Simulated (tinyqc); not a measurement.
## p-i-n power rectifier, conductivity modulation at high injection: forward voltage and stored charge against the temperature

A drift layer from x = -d to d (2 d = W) between ideal p+ and n+ emitters (no recombination in them). High injection, n = p, ambipolar diffusion with one lifetime; both mobilities scale as (T/300 K)^(-bt).

Nc and Nv are given at 300 K and scale as (T/300 K)^1.5; tau is held fixed. Triangular field at breakdown with Ec = Kc N^(1/8): BV = eps0 eps_r Ec^2/(2 q N), so N = (eps0 eps_r Kc^2/(2 q BV))^(4/3); W = 2 BV/Ec; mu = mud (T/300 K)^(-bt); rho = 1/(q mu N); ideal resistance rho W. Da = 2 mun mup Vt/(mun + mup), La = sqrt(Da tau), B = (mun - mup)/(mun + mup) with mun = mud (T/300 K)^(-bt), mup likewise; n(x) = (tau J/(2 q La)) [cosh(x/La)/sinh(d/La) - B sinh(x/La)/cosh(d/La)]. Ohmic drop: integral of J/(q (mun + mup) n); diffusion (Dember) drop Vt B ln(n(-d)/n(d)); both junctions together Vt ln(n(-d) n(d)/ni^2), ni = sqrt(Nc Nv) exp(-Eg/(2 Vt)), Eg in volts; V_F = the sum; stored charge q times the integral of n. Integrals on a fine grid. Peak reverse current if all stored charge left in a linear ramp without recombination (an upper bound): sqrt(2 a Q). Rows where n falls below the doping are left out.

Inputs (values chosen for the exercise); bulk values close to those of 4H silicon carbide:
```
symbol   value                    unit                                                         meaning
eps_r     9.48                                                                   relative permittivity
Kc       23000  V/cm per (cm^-3)^(1/8)                                         critical-field constant
BV        6600                       V                      rated breakdown voltage of the drift layer
mud        828              cm^2/(V s)                                         drift mobility at 300 K
bt         2.3                                              temperature exponent of the drift mobility
mup        112              cm^2/(V s)                                          hole mobility at 300 K
Eg        3.18                      eV                                                        band gap
Nc      1.7e19                   cm^-3  conduction-band density of states at the reference temperature
Nv      2.5e19                   cm^-3     valence-band density of states at the reference temperature
J           50                  A/cm^2                                         forward current density
a         1900             A/(cm^2 us)                            ramp rate of the current at turn-off
tau     5.2e-7                       s                                             high-level lifetime
```

Constants: q = 1.602176634e-19 C, kB = 1.380649e-23 J/K, Vt = kB T/q, eps0 = 8.8541878128e-14 F/cm where lengths are in cm. Results are converted to the units shown.

The same in every row: sqrt(2 a Q) (A/cm^2) = 314.3.

Forward voltage and stored charge against the temperature:

| T (K) | d/La | drift drop, ohmic and diffusion (V) | junction drops (V) | V_F (V) | Q (uC/cm^2) | lowest n over N | J rho W (V) |
|---|---|---|---|---|---|---|---|
| 250 | 2.030 | 0.1486 | 2.913 | 3.062 | 26.00 | 6.418 | 1.478 |
| 290 | 2.236 | 0.2179 | 2.863 | 3.080 | 26.00 | 5.640 | 2.080 |
| 330 | 2.432 | 0.3078 | 2.811 | 3.119 | 26.00 | 4.978 | 2.800 |
| 370 | 2.619 | 0.4225 | 2.759 | 3.182 | 26.00 | 4.406 | 3.642 |
| 410 | 2.800 | 0.5672 | 2.707 | 3.274 | 26.00 | 3.908 | 4.612 |
| 450 | 2.975 | 0.7475 | 2.654 | 3.401 | 26.00 | 3.472 | 5.713 |
| 490 | 3.144 | 0.9702 | 2.600 | 3.571 | 26.00 | 3.090 | 6.950 |

Read the table: what changes, and by how much?

V_F rises from 3.06 to 3.57 V; the drift drop rises from 0.149 to 0.970 V and the junction drops fall from 2.91 to 2.60 V.

Numbers from tinyqc (`OMP_NUM_THREADS=1 python tinyqc.py 2230002 2230003 out.jsonl`; about 0.01 s on one thread of a shared Intel Xeon 2.30GHz).
